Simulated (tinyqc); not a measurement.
# MOSFET in the linear regime without short-channel effects, parameter extraction from computed curves: two studies

Inversion charge Q = Cox n Vt W0(exp((Vg - VT)/(n Vt))), W0 the Lambert function and n = nf; u = Q/Cox; mobility mu = mu0/(1 + th1 u + th2 u^2); channel resistance Rch = (L - dL)/(W mu Q); Id = Vd/(Rch + Rsd/W). Cox = eps0 eox/tox. Small Vd, no channel-length or drain effects.

Parameters, values chosen for the exercise; channel values of the order met in silicon transistors:
```
symbol,value,unit,meaning
T,77,K,temperature
eox,8.78,,relative permittivity of the gate insulator (close to aluminium oxide)
tox,3.2,nm,insulator thickness
mu0,240,cm^2/(V s),low-field mobility
th1,0.14,1/V,first mobility attenuation factor
th2,0.27,1/V^2,second mobility attenuation factor
VT,0.52,V,threshold voltage
nf,1.19,,body factor
W,1,um,gate width
L,0.39,um,drawn gate length
dL,0.018,um,drawn less effective length
Rsd,90,ohm um,source plus drain resistance
Vd,0.025,V,drain voltage
```

Constants: q = 1.602176634e-19 C, kB = 1.380649e-23 J/K, Vt = kB T/q, eps0 = 8.8541878128e-14 F/cm where lengths are in cm. Results are converted to the units shown.

Each table varies one quantity; the others keep the values above.

## Extraction methods against the first mobility attenuation factor

From the continuous curve Id(Vg): tangent at peak gm (V_ext = Vg - Id/gm); constant current Id = 0.1 uA W/L; peak of d2Id/dVg2; Y = Id/sqrt(gm) drawn through Vg = VT + 0.6 and VT + 0.8 V, with intercept VT_Y and slope s. Mobilities gm,max L/(W Cox Vd) and s^2 L/(W Cox Vd) with the drawn L. Last column: share of Rsd/W in the total resistance at VT + 0.8 V.

Result of one run:
columns A: th1 (1/V); B: V_ext (V); C: constant current (V); D: second derivative (V); E: VT_Y (V); F: mobility from gm (cm^2/(V s)); G: mobility from Y (cm^2/(V s)); H: series share (%)
```
A        B      C      D      E    F    G     H
1.2  0.523  0.525  0.518  0.623  190  362  4.94
```

What becomes of these results when the first mobility attenuation factor th1 is changed from 1.2 to 0.2 1/V, all else the same?

Result of the changed run:
columns A: th1 (1/V); B: V_ext (V); C: constant current (V); D: second derivative (V); E: VT_Y (V); F: mobility from gm (cm^2/(V s)); G: mobility from Y (cm^2/(V s)); H: series share (%)
```
A        B      C      D      E    F    G     H
0.2  0.528  0.525  0.518  0.623  216  362  7.60
```

The whole series:
columns A: th1 (1/V); B: V_ext (V); C: constant current (V); D: second derivative (V); E: VT_Y (V); F: mobility from gm (cm^2/(V s)); G: mobility from Y (cm^2/(V s)); H: series share (%)
```
A        B      C      D      E    F    G     H
0    0.530  0.525  0.518  0.623  226  362  8.52
0.2  0.528  0.525  0.518  0.623  216  362  7.60
0.4  0.526  0.525  0.518  0.623  209  362  6.86
0.6  0.525  0.525  0.518  0.623  204  362  6.25
0.8  0.524  0.525  0.518  0.623  199  362  5.74
1    0.523  0.525  0.518  0.623  194  362  5.31
1.2  0.523  0.525  0.518  0.623  190  362  4.94
```

The model has VT = 0.52 V and mu0 = 240 cm^2/(V s). Over the table the extracted thresholds move by 7.7 mV (tangent), under 0.5 mV (constant current), under 0.5 mV (second derivative), under 0.5 mV (Y function). The mobility from gm falls from 226 to 190 and that from Y stays near 362 cm^2/(V s).

## Extraction methods against the second mobility attenuation factor

Same model as above.

Extraction methods against the second mobility attenuation factor:
columns A: th2 (1/V^2); B: V_ext (V); C: constant current (V); D: second derivative (V); E: VT_Y (V); F: mobility from gm (cm^2/(V s)); G: mobility from Y (cm^2/(V s)); H: series share (%)
```
A         B      C      D      E    F    G     H
0     0.529  0.525  0.518  0.543  221  246  8.87
0.06  0.529  0.525  0.518  0.561  220  267  8.62
0.12  0.529  0.525  0.518  0.578  220  290  8.39
0.18  0.529  0.525  0.518  0.596  220  316  8.16
0.24  0.529  0.525  0.518  0.614  219  346  7.95
0.3   0.528  0.525  0.518  0.632  219  379  7.75
0.36  0.528  0.525  0.518  0.649  218  418  7.56
```

The model has VT = 0.52 V and mu0 = 240 cm^2/(V s). Over the table the extracted thresholds move by 0.95 mV (tangent), under 0.5 mV (constant current), under 0.5 mV (second derivative), 110 mV (Y function). The mobility from gm falls from 221 to 218 and that from Y rises from 246 to 418 cm^2/(V s).

Program tinyqc, `OMP_NUM_THREADS=1 python tinyqc.py 2210048 2210049 out.jsonl`; Intel Xeon 2.30GHz, shared host, one thread, about 0.01 s.
